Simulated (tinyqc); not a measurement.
Absorption spectrum: gated graphene: carriers, quantum capacitance and optical conductivity.

Conductivity over sigma0 = e^2/(4 hbar): interband Re = sinh(E/2kT)/(cosh(mu/kT) + cosh(E/2kT)); intraband Re = (8 kT/pi) ln(2 cosh(mu/2kT)) Gm/(E^2 + Gm^2). A free sheet absorbs about pi alpha_f Re(sigma/sigma0), alpha_f the fine-structure constant (alpha among the constants).

Constants: kB = 8.617333262e-05 eV/K; fine-structure constant alpha = 0.007297352564.

Parameters, chosen for this exercise (out of a larger set: Fermi velocity near that of graphene, gate dielectric near hBN; not measured data): T = 150 K; Gm = 2 meV (intraband damping).

mu = -0.32487 eV

Results:
```
E (eV)  interband  intraband  absorption (%)
0.065      0.0000     0.1956           0.448
0.130      0.0000     0.0489           0.112
0.227      0.0000     0.0161           0.037
0.325      0.0000     0.0078           0.018
0.455      0.0005     0.0040           0.010
0.552      0.0223     0.0027           0.057
0.650      0.5025     0.0020           1.157
0.747      0.9773     0.0015           2.244
0.845      0.9995     0.0012           2.294
1.040      1.0000     0.0008           2.294
1.299      1.0000     0.0005           2.294
1.949      1.0000     0.0002           2.293
```

The edge lies at 2|mu| = 0.650 eV and, for |mu| above about 3 kT (here 25.1), rises from 10 % to 90 % over about 8.8 kT = 0.114 eV. The absorption is lowest, 0.010 %, at 0.455 eV of those listed, between the Drude tail and the edge; at the last row it is 2.293 % against pi alpha_f = 2.293 %. The thin-sheet formula fails where the absorption is large, and trigonal warping matters above about 1.5 eV.

Computed by tinyqc, a small Python program: `OMP_NUM_THREADS=1 python tinyqc.py 1680412 1680413 out.jsonl` (the numbers bound the seed that draws the inputs); one thread of a shared host (Intel(R) Xeon(R) Processor @ 2.30GHz), about 0.01 s for the whole set of steps.
